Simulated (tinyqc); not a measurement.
Worked calculation: thresholds of impact ionisation and Auger recombination from band masses. Values are carried at full precision from step to step, so a last printed digit may differ when a step is redone from the rounded ones.

Parabolic bands, no phonon. At threshold the three slow carriers share one velocity. With M their total mass and m4 the mass of the fast carrier, the fast carrier has the kinetic energy E_T = G M/(M - m4) and the slow ones together E_a = G m4/(M - m4), the activation energy of the Auger rate. CCCH (fast electron): G = Eg, M = 2 me + mh, m4 = me. CHHS (hole into the split-off band): G = Eg - Dso, M = 2 mh + me, m4 = ms; this form holds for Eg > Dso (below, the process needs about Dso - Eg and is marked by a dash). CHHL (hole into the light band): G = Eg, M = 2 mh + me, m4 = ml. CHHH (fast heavy hole): G = Eg, M = 2 mh + me, m4 = mh.

Constants: kB = 8.617333262e-05 eV/K; hbar^2/2m0 = 3.80998211 eV angstrom^2.

Values chosen for the exercise (near those of GaSb, gap at low temperature and not tied to T; the results hold for these values, not for the real material):
- Eg = 0.833 eV (gap at Gamma to the s-like level)
- Dso = 0.741 eV (spin-orbit splitting)
- me = 0.039 m0 (electron mass at Gamma)
- mh = 0.36 m0 (heavy-hole mass)
- ms = 0.122 m0 (split-off mass)
- ml = 0.0438 m0 (light-hole mass)
- T = 350 K (temperature)

## Thresholds of four processes

Give G, M, m4, E_T, E_a and E_a/kT.

Results:
```
process  G (eV)       M      m4  E_T (eV)  E_a (eV)  E_a/kT
CCCH     0.8330  0.4380  0.0390    0.9144    0.0814    2.70
CHHS     0.0920  0.7590  0.1220    0.1096    0.0176    0.58
CHHL     0.8330  0.7590  0.0438    0.8840    0.0510    1.69
CHHH     0.8330  0.7590  0.3600    1.5846    0.7516   24.92
```

The lowest activation energy is that of CHHS (18 meV), then CHHL (51 meV). CHHS leads because G = Eg - Dso is small. At equal G a light fast carrier takes up the energy with little momentum, so little is asked of the slow ones; CHHH asks 0.90 Eg. For equal masses E_T would be 3/2 Eg; for electrons here it is 1.098 Eg.

## Momenta at the CCCH threshold

At the threshold of the parabolic CCCH process the fast electron has E_T = Eg M/(M - me), M = 2 me + mh, and the slow carriers E_a = E_T - Eg together. It has k4 = sqrt(me E_T/c), c = hbar^2/2m0; the slow carriers share k4 in proportion to their masses. Give the wave vectors and kinetic energies, and check that they add up to E_a.

k4 = 0.09675 1/angstrom

electron, electron, hole (1/angstrom): [0.00861, 0.00861, 0.07952]

their kinetic energies (meV): [7.25, 7.25, 66.92]

sum = 81.42 meV

The hole carries 82 % of the momentum and of the energy of the slow carriers.

## Non-parabolicity raises the threshold

Non-parabolic fast electron: E (1 + alpha E) = c k^2/me with alpha = (1 - me)^2/Eg; the slow carriers stay parabolic, so E_T = Eg + me E_T (1 + alpha E_T)/M, M = 2 me + mh (the root between Eg and 1.9 Eg).

Give alpha, E_T, E_a = E_T - Eg and k4.

alpha = 1.1087 1/eV
E_T = 1.0292 eV
E_a = 0.1962 eV
k4 = 0.15019 1/angstrom

E_a is 2.41 times the parabolic value, since an electron at E_T above the edge has 1 + alpha E_T = 2.14 times the squared momentum, and E_T itself is 1.13 times higher. In the real crystal the L valleys lie below this energy, so the fast electron may not stay in the Gamma valley.

## Temperature dependence

For non-degenerate carriers at fixed densities the Auger coefficient goes as exp(-E_a/kT), up to slowly varying powers of T. Give exp(-E_a/kT) for the parabolic and the non-parabolic CCCH value, and the characteristic temperature T0 = kT^2/E_a of each.

Boltzmann factors: [0.06723, 0.001495]

T0 (K): [130, 54]

Non-parabolicity lowers the factor by 45 times; direct CCCH is weak, so processes with lower thresholds can lead.

## Checks

- Largest energy that an electron at k4 can give to a pair, by numerical search, against Eg (eV): both 0.8330.

(tinyqc, `OMP_NUM_THREADS=1 python tinyqc.py 1880929 1880930 out.jsonl`, Intel(R) Xeon(R) Processor @ 2.30GHz, 1 thread, shared host, about 0.01 s.)
